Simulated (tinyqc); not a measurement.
Pillar capacitor in an array: capacitance, non-linearity, leakage and relaxation: one step of the calculation.

A film between two metal electrodes, each interface adding a series capacitance ci. The small-signal permittivity is ek (1 + aq E^2); the field is found with the linear permittivity. Leakage J = J0 sinh(E/Ef). After a voltage step the film passes a relaxation current kr C V tt^(-nr), tt being the time in seconds. The sidewall is a coaxial capacitor with radii a = dm/2 and b = dm/2 + t, depth AR dm; the end face is left out.

Question. Planar capacitance, field and non-linearity. Planar film: Cf = eps0 ek/t, 1/C = 1/Cf + 2/ci, EOT = 3.9 eps0/C, effective permittivity C t/eps0, E = (V/t) C/Cf; quadratic coefficient [C(V)/C - 1]/V^2 with Cf (1 + aq E^2) in C(V).

Values chosen for this exercise; permittivity of the order of that of strontium titanate: relative permittivity of the film ek = 141; film thickness t = 24 nm; capacitance of each electrode interface (dead layer and screening) ci = 240 uF/cm^2; quadratic field coefficient of the permittivity aq = -0.06 cm^2/MV^2; bias V = 2.2 V; leakage prefactor J0 = 1.5e-11 A/cm^2; field for an e-fold rise of the leakage Ef = 0.44 MV/cm.

Constants: eps0 = 8.8541878128e-14 F/cm where lengths are in cm. Results are converted to the units shown.

Give: Cf; C; EOT; effective permittivity; E; quadratic coefficient; J.

Answer.

Cf = 5.2018 uF/cm^2
C = 4.9857 uF/cm^2
EOT = 0.69261 nm
effective permittivity = 135.14
E = 0.87858 MV/cm
quadratic coefficient = -9189.2 ppm/V^2
J = 5.4221e-11 A/cm^2

The interfaces take 4.15 % of the voltage.

Program tinyqc, `OMP_NUM_THREADS=1 python tinyqc.py 2102112 2102113 out.jsonl`; Intel Xeon 2.30GHz, shared host, one thread, about 0.01 s.
